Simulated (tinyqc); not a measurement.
The width of the window: equation-of-state fits to an energy-volume table made by a known binding curve. Computed by tinyqc, a small Python program. Command: `OMP_NUM_THREADS=1 python tinyqc.py 3001165 3001166 out.jsonl eosfit walk`. One thread of a shared host (Intel(R) Xeon(R) Processor @ 2.30GHz), about 0.02 s of CPU time with the checks.

With x = (V/V_0)^(1/3), the energy per atom is E = -D [1 + eta (x - 1)] exp(-eta (x - 1)), so that B0 = D eta^2/(9 V_0) and B' = 1 + 2 eta/3. B' = dB/dP at P = 0.

Inputs (values chosen for the exercise, for a model crystal):
```
quantity                                   value             unit
cohesive energy D                           1.79          eV/atom
true volume V_0                             9.89  angstrom^3/atom
stiffness eta                               6.32                -
shift of the window centre s             0.00036                -
points N                                      11                -
compression V/V_0 for the pressure test     0.85                -
```

Binding curve: universal binding. Noise: none.

Constants: 1 eV/angstrom^3 = 160.2176634 GPa.

Method:
- B0 and B' from the formulas above; P = -dE/dV at V = c V_0 (c the compression chosen), from the curve itself.
- Table: V_j = V_0 [1 + s + w (2 j/(N - 1) - 1)], j = 0..N-1, rounded to 0.001; E_j from the curve, rounded to 1e-7 eV.
- Murnaghan: E = E0 + (B0 V/B') [(V0/V)^B'/(B' - 1) + 1] - B0 V0/(B' - 1), P = (B0/B') [(V0/V)^B' - 1].
- Birch-Murnaghan: E = E0 + (9 V0 B0/16) [y^3 B' + y^2 (2 - 4 y)], y = (V0/V)^(2/3) - 1; P = (3 B0/2) (x^7 - x^5) [1 + (3/4)(B' - 4)(x^2 - 1)], x = (V0/V)^(1/3).
- Vinet: E = E0 + (9 B0 V0/h^2) {1 + [h (1 - x) - 1] exp(h (1 - x))}, P = 3 B0 (1 - x) x^-2 exp(h (1 - x)), x = (V/V0)^(1/3), h = (3/2)(B' - 1).
- All are least-squares fits to the energies; for polynomials in V, B0 = V E'' and B' = -1 - V E'''/E'' at the minimum.
- The table is made anew for each w.

exact B0 = 128.694 GPa

exact B' = 5.21333

Errors (%):
```
w     B0, parabola  B0, cubic  B0, Murnaghan  B0, Birch-Murnaghan  B0, Vinet  B', Birch-Murnaghan
0.03         0.117      0.269         -0.067               -0.017          0                0.028
0.05         0.713      0.751         -0.184               -0.048          0               -0.058
0.08         2.183      1.944         -0.466               -0.123          0               -0.172
0.12         5.250      4.449         -1.022               -0.276          0               -0.409
0.16         9.670      8.125         -1.760               -0.491          0               -0.747
0.22        19.093     16.193         -3.109               -0.924          0               -1.451
```

What follows from these numbers?

The Birch-Murnaghan error of B0 is smallest among these at w = 0.03 (0.017 % in size); it is 0.017 % at the narrowest and 0.924 % at the widest. This error comes from the form and grows with w. The Vinet form is the binding curve itself here, so its error comes from noise and rounding alone. At the widest window the errors of B0 are +19.1 % for the parabola and +16.2 % for the cubic in V.

Extremes, crossings and ranges named in words are read from the listed rows.
